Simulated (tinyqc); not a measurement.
Worked calculation: carrier statistics of a doped semiconductor with parabolic bands. Values are carried at full precision from step to step, so a last printed digit may differ when a step is redone from the rounded ones.

Constants: kB = 8.617333262e-05 eV/K; hbar^2/2m0 = 3.80998211 eV angstrom^2.

Values chosen for the exercise (near those of SiC; not measured data):
```
symbol  value     unit    meaning
Eg0     3.243     eV      gap at 0 K
al      0.000655  eV/K    Varshni alpha
be      1271      K       Varshni beta
T       200       K
ml      0.328     m0      longitudinal electron mass
mt      0.419     m0      transverse electron mass
Mv      3                 equivalent valleys
mhh     0.985     m0      heavy-hole mass
mlh     0.462     m0      light-hole mass
ND      2.8e+12   1/cm^3  donors
NA      9.1e+17   1/cm^3  acceptors
ED      0.0583    eV      donor level below Ec
EA      0.198     eV      acceptor level above Ev
```

## Gap and thermal energy

Eg(T) = Eg0 - al T^2/(T + be) (Varshni).

Eg = 3.22519 eV
kT = 0.017235 eV

The gap has shrunk by 17.8 meV from 0 K and is 187.1 kT wide.

## Effective densities of states

m_de = Mv^(2/3) (ml mt^2)^(1/3); m_dh = (mhh^(3/2) + mlh^(3/2))^(2/3); N = 2 (m kB T/(4 pi c))^(3/2) with c = hbar^2/2m0, in 1/angstrom^3; times 1e24 for 1/cm^3.

m_de = 0.8032 m0
m_dh = 1.1860 m0
Nc = 9.8335e+18 1/cm^3
Nv = 1.7643e+19 1/cm^3

The light holes supply 24.3 % of Nv, and Nc/Nv = 0.557.

## Intrinsic density and level

With Boltzmann statistics ni = sqrt(Nc Nv) exp(-Eg/2kT) and Ei = Eg/2 + (kT/2) ln(Nv/Nc), counted from Ev.

ni = 3.05e-22 1/cm^3
Ei = 1.6176 eV

Ei lies 5.0 meV above midgap, towards the band with the smaller density of states.

## Neutrality by bisection

Energies are counted from Ev, so Ec = Eg. n = Nc F_1/2((EF - Eg)/kT), p = Nv F_1/2(-EF/kT), ND+ = ND/(1 + 2 exp((EF - Eg + ED)/kT)), NA- = NA/(1 + 4 exp((EA - EF)/kT)); neutrality asks p + ND+ = n + NA-. F_j(eta) = (1/Gamma(j + 1)) integral_0^infinity x^j dx/(1 + exp(x - eta)), which tends to exp(eta) for eta << 0.

Start from the bracket [-0.2 eV, Eg + 0.2 eV]; at the midpoint EF take the sign of p + ND+ - n - NA-; where it is positive EF must rise. Fourteen steps are shown.

Bisection (eV, 1/cm^3):
```
step,low,high,EF,n,p,ND+,NA-,sign
1,-0.20000,3.42519,1.61259,2.28e-22,4.08e-22,2.80e+12,9.10e+17,-
2,-0.20000,1.61259,0.70630,3.31e-45,28.1,2.80e+12,9.10e+17,-
3,-0.20000,0.70630,0.25315,1.26e-56,7.37e+12,2.80e+12,7.82e+17,-
4,-0.20000,0.25315,0.02657,2.46e-62,3.52e+18,2.80e+12,1.09e+13,+
5,0.02657,0.25315,0.13986,1.76e-59,5.27e+15,2.80e+12,7.73e+15,-
6,0.02657,0.13986,0.08322,6.58e-61,1.41e+17,2.80e+12,2.91e+14,+
7,0.08322,0.13986,0.11154,3.41e-60,2.73e+16,2.80e+12,1.51e+15,+
8,0.11154,0.13986,0.12570,7.75e-60,1.20e+16,2.80e+12,3.42e+15,+
9,0.12570,0.13986,0.13278,1.17e-59,7.95e+15,2.80e+12,5.14e+15,+
10,0.13278,0.13986,0.13632,1.43e-59,6.48e+15,2.80e+12,6.31e+15,+
11,0.13632,0.13986,0.13809,1.59e-59,5.84e+15,2.80e+12,6.98e+15,-
12,0.13632,0.13809,0.13721,1.51e-59,6.15e+15,2.80e+12,6.64e+15,-
13,0.13632,0.13721,0.13676,1.47e-59,6.31e+15,2.80e+12,6.47e+15,-
14,0.13632,0.13676,0.13654,1.45e-59,6.39e+15,2.80e+12,6.39e+15,+
```

Each step halves the bracket, which is 0.443 meV wide at the last row.

## The neutral state

Solve the neutrality condition for EF to convergence.

EF = 0.1366 eV
n = 1.45e-59 1/cm^3
p = 6.39e+15 1/cm^3
ND+ = 2.80e+12 1/cm^3
NA- = 6.39e+15 1/cm^3

The material is p-type; 0.7 % of the acceptors are ionised. EF lies 7.92 kT inside the gap from the valence edge, so Boltzmann statistics would serve; n p/(Nc Nv exp(-Eg/kT)) = 1.000.

## Checks

- F_1/2(1) by the trapezoid rule against adaptive quadrature: both 1.575641.
- Positive against negative charge at the solution (1/cm^3): both 6.39176e+15.

tinyqc: `OMP_NUM_THREADS=1 python tinyqc.py 1651788 1651789 out.jsonl`; about 0.01 s, one thread, shared Intel(R) Xeon(R) Processor @ 2.30GHz.
